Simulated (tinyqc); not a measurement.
# Thermoelectric coefficients with electrons and holes, Landauer integrals: effects of single changes

Bulk parabolic band, x = (E - Ec)/kB T, C = hbar^2/(2 m0), kB T in eV. Modes per area gv m kB T x/(4 pi C) times the back-scattering length l0 x^rr give the transport function s0 X(x), s0 = (2 q^2/h) gv m kB T l0/(4 pi C), X = x^(1 + rr). Holes have the same form with the prefactor bb s0 and the reduced level -eta - xg in place of eta. I_k = int X (x - eta)^k w dx, w = 1/(4 cosh^2((x - eta)/2)).

Parameters, values chosen for the exercise:
- T = 400 K (temperature)
- m = 0.43 m0 (mass of one valley)
- gv = 4 (valleys)
- l0 = 2 nm (back-scattering length at x = 1)
- rr = 0 (energy exponent of that length)
- kL = 4.3 W/(m K) (lattice thermal conductivity)
- eta = 0.2 (reduced Fermi level (EF - Ec)/kB T)
- xg = 4.6 (gap over kB T)
- bb = 1.8 (ratio of the hole prefactor to the electron prefactor)

Constants: q = 1.602176634e-19 C, kB = 1.380649e-23 J/K, hbar = 1.054571817e-34 J s, h = 6.62607015e-34 J s, m0 = 9.1093837015e-31 kg, Vt = kB T/q, hbar^2/(2 m0) = 0.0380998212 eV nm^2. Results are converted to the units shown.

Each table varies one quantity; the others keep the values above.

## Effect of the Fermi level

sigma = s0 I_0, S = -(kB/q) I_1/I_0, Lorenz number L = (kB/q)^2 [I_2/I_0 - (I_1/I_0)^2], kappa_e = L sigma T. With both bands: sigma = sigma_n + sigma_p, S = (sigma_n S_n + sigma_p S_p)/sigma with S_p = +(kB/q) I_1/I_0 of the holes, and kappa_e is the sum of L sigma T of both bands and the bipolar term sigma_n sigma_p (S_p - S_n)^2 T/sigma. Power factor S^2 sigma, ZT = S^2 sigma T/(kappa_e + kL). The integrals are converged.

Results:

| eta | sigma (S/cm) | S (uV/K) | kappa_e (W/(m K)) | power factor (mW/(m K^2)) | ZT |
|---|---|---|---|---|---|
| -6.6 | 734.9 | 112.1 | 0.5532 | 0.9233 | 0.07610 |
| -5.6 | 454.3 | 149.6 | 0.3314 | 1.017 | 0.08784 |
| -4.6 | 241.3 | 198.3 | 0.2012 | 0.9495 | 0.08437 |
| -3.6 | 113.4 | 238.0 | 0.1828 | 0.6421 | 0.05730 |
| -2.6 | 57.59 | 171.3 | 0.2700 | 0.1689 | 0.01478 |
| -1.6 | 52.07 | -76.18 | 0.2883 | 0.03022 | 0.002634 |
| -0.6 | 90.22 | -190.9 | 0.1917 | 0.3288 | 0.02928 |
| 0.4 | 177.5 | -170.9 | 0.1736 | 0.5186 | 0.04637 |
| 1.4 | 311.8 | -131.5 | 0.2444 | 0.5393 | 0.04747 |
| 3.4 | 658.8 | -77.96 | 0.5396 | 0.4004 | 0.03309 |

Estimate the missing row, eta = 2.4.

Computed row:

| eta | sigma (S/cm) | S (uV/K) | kappa_e (W/(m K)) | power factor (mW/(m K^2)) | ZT |
|---|---|---|---|---|---|
| 2.4 | 477.5 | -100.1 | 0.3743 | 0.4780 | 0.04090 |

With this row back in the table: sigma goes from 735 through a minimum of 52.1 (at eta = -1.6 among the rows listed) to 659 S/cm, and S moves up and down between -191 and 238 uV/K. Among the rows the power factor is largest at eta = -5.6 and ZT, 0.0878, at eta = -5.6, where S = 150 uV/K. S changes sign inside the gap, where the electron and hole terms cancel.

## Effect of the gap

Same model as above.

Effect of the gap:

| xg | sigma (S/cm) | S (uV/K) | kappa_e (W/(m K)) | power factor (mW/(m K^2)) | ZT | bipolar kappa (W/(m K)) |
|---|---|---|---|---|---|---|
| 1 | 244.1 | -13.72 | 0.6816 | 0.004594 | 3.689e-4 | 0.5258 |
| 2.4 | 177.9 | -110.2 | 0.4135 | 0.2160 | 0.01833 | 0.2987 |
| 3.8 | 159.4 | -164.6 | 0.2253 | 0.4319 | 0.03818 | 0.1216 |
| 5.1 | 154.9 | -183.4 | 0.1469 | 0.5210 | 0.04686 | 0.04595 |
| 6.5 | 153.6 | -189.9 | 0.1153 | 0.5540 | 0.05019 | 0.01505 |
| 7.9 | 153.3 | -191.8 | 0.1048 | 0.5638 | 0.05120 | 0.004734 |
| 9.2 | 153.2 | -192.3 | 0.1016 | 0.5665 | 0.05148 | 0.001577 |
| 10.6 | 153.2 | -192.5 | 0.1005 | 0.5674 | 0.05158 | 4.730e-4 |
| 12 | 153.2 | -192.5 | 0.1001 | 0.5676 | 0.05160 | 1.394e-4 |

What does the table show?

S falls from -13.7 to -193 uV/K, the bipolar kappa falls from 0.526 to 1.39e-4 W/(m K), and ZT rises from 3.69e-4 to 0.0516. ZT is within 5 % of its last value from xg = 6.5 on among the rows.

Range of the model: Parabolic bands, elastic scattering and a fixed kL make these model figures, not those of a material.

Numbers from tinyqc (`OMP_NUM_THREADS=1 python tinyqc.py 2800104 2800105 out.jsonl`; about 0.04 s on one thread of a shared Intel Xeon 2.30GHz).
